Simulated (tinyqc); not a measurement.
MOS capacitor on a p-type substrate, surface potential from the exact charge relation: one step of the calculation.

Uniform p-type substrate, Boltzmann statistics, full ionisation, classical densities. psi is the surface potential against the body (positive when the bands bend down) and u = psi/Vt. Traps are spread evenly over the gap and neutral at flat band, so their charge is -q Dit psi; the minority quasi-Fermi level is shifted by Vb.

Problem. Charges, field and capacitances at the solution. ni = sqrt(Nc Nv) exp(-Eg/(2 Vt)), Eg in volts; phiF = Vt ln(N/ni); Cox = eps0 eox/tox; Vfb = phiM - chi - (Eg - Vt ln(Nv/N)) - q Nf/Cox; Q0 = sqrt(2 eps0 eps_r q N Vt); r = (ni/N)^2 exp(-Vb/Vt); VT = Vfb + [(2 phiF + Vb)(1 + q Dit/Cox) + sqrt(2 eps0 eps_r q N (2 phiF + Vb))/Cox].

u = psi/Vt; F^2 = exp(-u) + u - 1 + r (exp(u) - u - 1); Qs = -sign(u) Q0 F; Cs = -dQs/dpsi = (Q0/Vt) |1 - exp(-u) + r (exp(u) - 1)|/(2 F). Low frequency: 1/C_LF = 1/Cox + 1/(Cs + q Dit). High frequency, in the simple estimate in which traps and minority carriers do not follow: 1/C_HF = 1/Cox + 1/Cd, Cd being Cs with r = 0 at the same psi. Minority sheet density N_inv = (Q0/(2 q)) int_0^u r (exp(t) - 1)/F(t) dt for u > 0. Oxide field |Qs - q Dit psi + q Nf|/(eps0 eox).

Values chosen for this exercise; band and dielectric values close to those of silicon:
```
symbol    value         unit                                                                 meaning
T           325            K                                                             temperature
Eg         1.13           eV                                                                band gap
eps_r      11.6                                                                relative permittivity
Nc       3.2e19        cm^-3                                  conduction-band density of states at T
Nv      2.97e19        cm^-3                                     valence-band density of states at T
N        2.9e17        cm^-3                                       acceptor density of the substrate
eox         3.9               relative permittivity of the gate insulator (close to silicon dioxide)
tox         2.7           nm                                                     insulator thickness
Nf            0        cm^-2                            fixed charge at the interface, in units of q
Dit           0  cm^-2 eV^-1                                              density of interface traps
Vb            0            V                    reverse bias of the inversion layer against the body
```

Constants: q = 1.602176634e-19 C, kB = 1.380649e-23 J/K, Vt = kB T/q, eps0 = 8.8541878128e-14 F/cm where lengths are in cm. Results are converted to the units shown.

converged psi = 0.95674089 V

Wanted: Qs; N_inv; oxide field; Cs; C_LF/Cox; C_HF/Cox.

Solution.

Qs = -388.3 nC/cm^2
N_inv = 5.737e11 cm^-2
oxide field = 1.125 MV/cm
Cs = 2.980 uF/cm^2
C_LF/Cox = 0.6997
C_HF/Cox = 0.1114

The surface is in strong inversion (borders at |psi| = 0, phiF + Vb and 2 phiF + Vb = 0.869 V). Minority carriers make up 23.7 % of Qs.

tinyqc, about 0.01 s, one thread, Intel Xeon 2.30GHz (shared host): `OMP_NUM_THREADS=1 python tinyqc.py 2060069 2060070 out.jsonl`
